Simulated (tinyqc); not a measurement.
Scale length and length offset from two DIBL values.

Inverse problem. DIBL = exp(-Le/(2 l)) + 2 exp(-Le/l) with Le = L - dL. Find l, dL and the drawn length for a DIBL of 100 mV/V.

DIBL at drawn lengths 47 and 75 nm (mV/V): 74.814944  12.532339

Answer. With e = exp(-Le/(2 l)), 2 e^2 + e = DIBL gives e and so Le/l at each length; Le/l is a straight line in L with slope 1/l.

l = 8.300 nm
dL = 1.900 nm
length for 100 mV/V = 42.74 nm

tinyqc, about 0.01 s, one thread, Intel Xeon 2.30GHz (shared host): `OMP_NUM_THREADS=1 python tinyqc.py 2002092 2002093 out.jsonl`
